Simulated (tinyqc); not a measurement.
Long-channel MOSFET, surface-potential model: effect of the temperature.

n-channel transistor on a uniformly doped p-type body, gradual-channel approximation, constant mobility, Boltzmann statistics, full ionisation. Potentials are counted from the neutral body; V is the electron quasi-Fermi potential, Vsb at the source and Vsb + Vds at the drain. Charges are magnitudes per area.

Nc and Nv are given at 293 K and scale as (T/293 K)^1.5; Eg, Vfb and mu are held fixed. ni = sqrt(Nc Nv) exp(-Eg/(2 Vt)), Eg in volts; phiF = Vt ln(Na/ni); Cox = eps0 eox/tox; gamma = sqrt(2 q eps0 eps_r Na)/Cox. The surface potential psi at channel potential V solves Vgs + Vsb - Vfb - psi = gamma sqrt(G), G = psi - Vt + Vt exp((psi - 2 phiF - V)/Vt). Charge sheet: Qi = Cox gamma [sqrt(G) - sqrt(psi - Vt)]; I = mu (W/L) [integral of Qi dpsi from psi_0 to psi_L (drift) + Vt (Qi0 - QiL) (diffusion)], with psi_0 at V = Vsb and psi_L at V = Vsb + Vds. VT = Vfb + 2 phiF + gamma sqrt(2 phiF + Vsb), m = 1 + gamma/(2 sqrt(2 phiF + Vsb)). The swing is 20 mV/log10[I(VT - 0.14 V)/I(VT - 0.16 V)] of the charge-sheet current at the given Vds.

Values chosen for this exercise; material values those of a made-up semiconductor:
- Eg = 3.88 eV (band gap)
- eps_r = 9.95 (relative permittivity of the semiconductor)
- Nc = 2.85e18 cm^-3 (conduction-band density of states at the reference temperature)
- Nv = 3.5e19 cm^-3 (valence-band density of states at the reference temperature)
- Na = 2.2e16 cm^-3 (acceptor density of the body)
- eox = 7.62 (relative permittivity of the gate insulator)
- tox = 39 nm (insulator thickness)
- Vfb = -1.84 V (flat-band voltage)
- mu = 490 cm^2/(V s) (channel mobility)
- W = 20 um (gate width)
- L = 5 um (gate length)
- Vsb = 0 V (source-body reverse bias)
- Vgs = 2.74 V (gate-source voltage)
- Vds = 0.05 V (drain-source voltage)

Constants: q = 1.602176634e-19 C, kB = 1.380649e-23 J/K, Vt = kB T/q, eps0 = 8.8541878128e-14 F/cm where lengths are in cm. Results are converted to the units shown.

The same in every row: gamma (V^0.5) = 0.4555.

Results:

| T (K) | VT (V) | m | swing (mV/decade) | I at Vgs, Vds (uA) |
|---|---|---|---|---|
| 220 | 2.696 | 1.119 | 49.09 | 0.08416 |
| 250 | 2.654 | 1.120 | 55.85 | 0.2829 |
| 310 | 2.567 | 1.121 | 69.43 | 1.010 |
| 340 | 2.522 | 1.122 | 76.25 | 1.462 |
| 370 | 2.476 | 1.122 | 83.11 | 1.945 |
| 400 | 2.429 | 1.123 | 90.00 | 2.449 |
| 430 | 2.382 | 1.124 | 96.93 | 2.970 |

Estimate the missing row, T = 280 K.

Computed row:

| T (K) | VT (V) | m | swing (mV/decade) | I at Vgs, Vds (uA) |
|---|---|---|---|---|
| 280 | 2.611 | 1.120 | 62.63 | 0.6064 |

With this row back in the table: As T goes from 220 to 430 K, VT falls from 2.70 to 2.38 V, the swing rises from 49.1 to 96.9 mV a decade and the current rises from 0.0842 to 2.97 uA. The swing is 0.50 % above m Vt ln 10 in the first row and 1.1 % above it in the last. In every row acceptors of such wide-gap materials are deep, so full ionisation is an idealisation. In every row the mobility is held fixed, though a real channel mobility changes with T and would alter the trend of the current.

Computed by the program tinyqc: `OMP_NUM_THREADS=1 python tinyqc.py 2360003 2360004 out.jsonl`, one thread of a shared Intel Xeon 2.30GHz, about 0.03 s for the whole run.
